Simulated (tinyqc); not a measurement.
AlGaN/GaN HEMT with access regions, lumped model: effect of the gate voltage.

A polarisation-induced electron sheet under a Schottky gate, in series with two ungated access regions and contacts. Drift law v = mu E/(1 + mu E/vs) under the gate. Currents in mA/mm, resistances in ohm mm. No self-heating, no channel-length modulation; fits for polarisation, barrier and offset are chosen for the exercise.

sigma = (5e13 x + 1.6e13 x^2) cm^-2, phiB = 0.84 + 1.3 x, dEc = 0.7 (1.71 x + x^2) in volts, Cb = eps0 eps_r/d, VT = phiB - dEc - q sigma/Cb, access density n0 = -Cb VT/q. Access resistance R(L, n) = L/(q mu n sqrt(1 - (I/(q n vs))^2)); Rs = Rc + R(Ls, n0), Rd = Rc + R(Ld, (1 - ft) n0). Vg' = Vg - I Rs, Vd' = Vd - I (Rs + Rd); with u = Vg' - VT, Vc = vs Lg/mu and w the smaller of Vd' and Vc [sqrt(1 + 2 u/Vc) - 1] (0 if negative), the channel gives (mu Cb/Lg)(u w - w^2/2)/(1 + w/Vc). I equals that channel current. Isat is I at Vd = 10 V, gm = dIsat/dVg, Ron the limit of Vd/I at small Vd.

Parameters, values chosen for the exercise; values close to those of AlGaN/GaN structures: aluminium share of the barrier x = 0.28; barrier thickness d = 25 nm; relative permittivity of barrier and channel eps_r = 9.2; channel mobility mu = 1300 cm^2/(V s); saturation velocity vs = 1.2e7 cm/s; gate length Lg = 1 um; source access length Ls = 2 um; drain access length Ld = 16 um; resistance of each contact Rc = 0.47 ohm mm; share of the drain-access electrons removed by traps ft = 0.

Constants: q = 1.602176634e-19 C, eps0 = 8.8541878128e-14 F/cm where lengths are in cm. Results are converted to the units shown.

The same in every row: VT (V) = -6.687; n0 (cm^-2) = 1.360e13.

Results:
```
Vg (V)  Ron (ohm mm)  Isat (mA/mm)  gm (mS/mm)
-6.3           13.40         20.43       88.22
-5.2           8.883         163.1       155.6
-3             7.935         552.5       190.6
-1.8           7.778         785.8       197.4
-0.7           7.689          1004       193.3
0.4            7.628          1111       49.76
1.5            7.583          1149       22.87
```

Estimate the missing row, Vg = -4.1 V.

Computed row:
```
Vg (V)  Ron (ohm mm)  Isat (mA/mm)  gm (mS/mm)
-4.1           8.208         348.6       178.8
```

With this row back in the table: As Vg goes from -6.3 to 1.5 V, Ron falls from 13.4 to 7.58 ohm mm, Isat rises from 20.4 to 1150 mA/mm and gm goes from 88.2 through a maximum of 197 (at Vg = -1.8 V among the rows listed) to 22.9 mS/mm. The ceiling Cb vs is 391 mS/mm. For Vg = -3 to 1.5 V the power passes 5 W/mm, where self-heating, left out here, lowers the current. For Vg = -0.7 to 1.5 V the gated channel is not yet saturated at 10 V, because the access regions take the voltage, and gm drops. At Vg = 1.5 V Vg comes within 0.2 V of phiB or passes it, so at low drain current, as for Ron, the Schottky gate would conduct.

Program tinyqc, `OMP_NUM_THREADS=1 python tinyqc.py 2570082 2570083 out.jsonl`; Intel Xeon 2.30GHz, shared host, one thread, about 0.02 s.
